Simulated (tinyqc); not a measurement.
# Floating body of a partially depleted SOI transistor: body voltage and kink: what changes with what

Source at 0 V. Channel current Ic = 2 nf K Vt^2 [F(0) - F(Vd)](1 + la Vd), F(V) = ln^2(1 + exp((Vg - VT - nf V)/(2 nf Vt))), VT = VT0 - gb Vb. Saturation voltage Vs = 2 Vt sqrt(F(0)) + 3 Vt, excess Ve = (Vd - Vs + sqrt((Vd - Vs)^2 + 0.0004 V^2))/2, multiplication M1 = Ai Ve exp(-Bl/Ve). Each junction passes D(v) = J1 (exp(v/Vt) - 1) + J2 (exp(v/(2 Vt)) - 1). Bipolar current Ib = bb J1 (exp(Vb/Vt) - 1). The body settles where M1 (Ic + Ib) = D(Vb) + D(Vb - Vd) + Vb/Rb; drain current Id = (1 + M1)(Ic + Ib) - D(Vb - Vd).

Parameters, values chosen for the exercise; values of the order met in partially depleted silicon-on-insulator transistors:
- T = 358 K (temperature)
- VT0 = 0.51 V (threshold at zero body voltage)
- gb = 0.18 (fall of the threshold per volt of body voltage)
- nf = 1.41 (slope factor)
- K = 190 uA/(V^2 um) (gain factor per width)
- la = 0.09 1/V (channel-length modulation factor)
- Ai = 2.5 1/V (impact-ionisation prefactor)
- Bl = 5.5 V (impact-ionisation voltage)
- J1 = 3.3e-11 uA/um (diffusion saturation current of each junction)
- J2 = 5.8e-7 uA/um (recombination saturation current of each junction)
- bb = 0 (gain of the lateral bipolar transistor on the diffusion current)
- Rb = 1e9 kohm um (resistance of a weak body tie to the source (1e9 stands for no tie, and the term is then dropped))
- Vg = 0.55 V (gate voltage)
- Vd = 2.3 V (drain voltage)

Constants: q = 1.602176634e-19 C, kB = 1.380649e-23 J/K, Vt = kB T/q. Results are converted to the units shown.

Each table varies one quantity; the others keep the values above.

## Output curve and kink

Rows with more than one solution for Vb (latch) are left out; dId/dVd by a forward difference over 1e-4 V, swing = 1e-4 V over the change of log10 Id; M1 under 1e-12 is printed as 0.

Results:

| Vd (V) | Vb (V) | M1 | Id, floating (uA/um) | Id, grounded (uA/um) | ratio | dId/dVd, floating (uS/um) | dId/dVd, grounded (uS/um) |
|---|---|---|---|---|---|---|---|
| 0.8 | 0.3722 | 2.038e-4 | 1.208 | 0.4927 | 2.451 | 2.724 | 0.04380 |
| 1 | 0.5220 | 0.002078 | 1.675 | 0.5025 | 3.333 | 1.913 | 0.05588 |
| 1.4 | 0.6470 | 0.02886 | 2.250 | 0.5371 | 4.189 | 1.239 | 0.1284 |
| 1.6 | 0.6786 | 0.06495 | 2.505 | 0.5684 | 4.407 | 1.339 | 0.1863 |
| 1.8 | 0.7021 | 0.1219 | 2.795 | 0.6123 | 4.564 | 1.573 | 0.2534 |
| 2 | 0.7205 | 0.2020 | 3.140 | 0.6702 | 4.685 | 1.892 | 0.3262 |
| 2.2 | 0.7355 | 0.3062 | 3.555 | 0.7429 | 4.785 | 2.265 | 0.4019 |

Estimate the missing row, Vd = 1.2 V.

Computed row:

| Vd (V) | Vb (V) | M1 | Id, floating (uA/um) | Id, grounded (uA/um) | ratio | dId/dVd, floating (uS/um) | dId/dVd, grounded (uS/um) |
|---|---|---|---|---|---|---|---|
| 1.2 | 0.6005 | 0.009707 | 1.994 | 0.5162 | 3.864 | 1.369 | 0.08391 |

With this row back in the table: Vb rises from 0.372 to 0.736 V and the ratio of the currents rises from 2.45 to 4.79. The output conductance with a floating body exceeds the grounded value by the largest factor among the rows, 62.2, at Vd = 0.8 V, where Vb = 0.372 V and M1 = 2.04e-4.

## Transfer curve and swing

Same model as above.

Transfer curve and swing:

| Vg (V) | Vb (V) | M1 | Id, floating (uA/um) | Id, grounded (uA/um) | ratio | swing, floating (mV/decade) | swing, grounded (mV/decade) |
|---|---|---|---|---|---|---|---|
| 0.06 | 0.2306 | 0.4565 | 7.472e-5 | 2.924e-5 | 2.556 | 76.93 | 102.5 |
| 0.16 | 0.4109 | 0.4550 | 0.001508 | 2.826e-4 | 5.336 | 77.89 | 101.3 |
| 0.26 | 0.5599 | 0.4495 | 0.02442 | 0.002704 | 9.031 | 89.87 | 103.0 |
| 0.36 | 0.6524 | 0.4338 | 0.2418 | 0.02402 | 10.06 | 114.8 | 108.9 |
| 0.46 | 0.7096 | 0.4034 | 1.321 | 0.1764 | 7.489 | 164.7 | 125.0 |
| 0.56 | 0.7448 | 0.3630 | 4.171 | 0.9067 | 4.600 | 246.5 | 162.4 |
| 0.66 | 0.7669 | 0.3202 | 9.102 | 3.021 | 3.013 | 353.4 | 229.2 |
| 0.76 | 0.7814 | 0.2790 | 15.95 | 7.052 | 2.262 | 475.2 | 323.4 |
| 0.86 | 0.7912 | 0.2407 | 24.49 | 13.02 | 1.882 | 604.8 | 436.1 |

Vb rises from 0.231 to 0.791 V. The smallest swing among the rows is 76.9 mV a decade with a floating body (at Vg = 0.06 V) and 101 with a grounded one; Vt ln 10 = 71.0. The floating swing is smaller by more than 3 % for Vg = 0.06, 0.16, 0.26 V, where the rising Vb lowers the threshold as Vg rises. In the first row the floating body raises the current by a factor of 2.56.

Range of the model: The multiplication law is an empirical form chosen for the exercise; self-heating and capacitive coupling to the body are left out, and the linear laws are rough once Vb passes about 0.7 V or M1 about 0.1.

Numbers from tinyqc (`OMP_NUM_THREADS=1 python tinyqc.py 2182183 2182184 out.jsonl`; about 0.2 s on one thread of a shared Intel Xeon 2.30GHz).
